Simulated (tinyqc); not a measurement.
# Read current of a NAND string, cells in series solved by shooting: read current against the number of cells

Cells in series, numbered from 0 at the source line (0 V) to the bit line, each followed by a gap resistance Rg. A cell with gate Vg, threshold VT, source Vs and drain Vd passes I = 2 nf K Vt^2 [F(Vs) - F(Vd)]/(1 + th max(Vg - VT, 0)), F(V) = ln^2(1 + exp((Vg - VT - nf V)/(2 nf Vt))). The selected cell has Vg = Vr, the others Vg = Vp.

For a trial current I start at 0 V and, cell by cell, solve for the drain: sqrt(F(Vd)) = sqrt(F(Vs) - I/k), k = 2 nf K Vt^2/(1 + th max(Vg - VT, 0)), Vd = [Vg - VT - 2 nf Vt ln(exp(sqrt F) - 1)]/nf, then add I Rg. The string current is the I for which the last node reaches Vbl. The apparent threshold is the Vr at which I = Is. Background: all other cells erased (VT = Ve) or all in the highest state (VT = Vh); ratio and shift are high over erased and high minus erased. The selected cell is in the middle, cell n/2.

Parameters, values chosen for the exercise; values of the order met in vertical NAND strings:
- T = 300 K (temperature)
- K = 4.6 uA/V^2 (gain factor of a cell)
- nf = 2.4 (slope factor)
- th = 0.11 1/V (mobility reduction factor)
- Rg = 3 kohm (resistance of the gap between cells)
- Vbl = 0.5 V (bit-line voltage)
- Vp = 7.9 V (pass voltage)
- Ve = -0.8 V (threshold of an erased cell)
- Vh = 4 V (threshold of the highest state)
- Vx = 2.7 V (threshold of the selected cell)
- Is = 10 nA (sensing current)
- Vr = 4.13 V (read voltage on the selected word line)

Constants: q = 1.602176634e-19 C, kB = 1.380649e-23 J/K, Vt = kB T/q. Results are converted to the units shown.

Results:

| n | I, others erased (uA) | I, others high (uA) | ratio | apparent VT, erased (V) | apparent VT, high (V) | background shift (mV) |
|---|---|---|---|---|---|---|
| 8 | 0.7094 | 0.5056 | 0.7127 | 2.736 | 2.739 | 2.989 |
| 16 | 0.4378 | 0.2844 | 0.6495 | 2.741 | 2.747 | 5.990 |
| 64 | 0.1316 | 0.07793 | 0.5923 | 2.771 | 2.795 | 24.28 |
| 96 | 0.08966 | 0.05249 | 0.5855 | 2.791 | 2.828 | 36.75 |
| 128 | 0.06800 | 0.03958 | 0.5820 | 2.812 | 2.861 | 49.44 |
| 192 | 0.04585 | 0.02652 | 0.5785 | 2.852 | 2.928 | 75.53 |

Estimate the missing row, n = 32.

Computed row:

| n | I, others erased (uA) | I, others high (uA) | ratio | apparent VT, erased (V) | apparent VT, high (V) | background shift (mV) |
|---|---|---|---|---|---|---|
| 32 | 0.2468 | 0.1511 | 0.6123 | 2.751 | 2.763 | 12.03 |

With this row back in the table: With erased neighbours the current falls from 0.709 to 0.0458 uA, as n^(-0.70) between the first two rows and n^(-0.97) between the last two (-1 once the series resistance rules). The ratio falls from 0.713 to 0.579 and the background shift rises from 2.99 to 75.5 mV.

Computed by the program tinyqc: `OMP_NUM_THREADS=1 python tinyqc.py 2142053 2142054 out.jsonl`, one thread of a shared Intel Xeon 2.30GHz, about 0.5 s for the whole run.
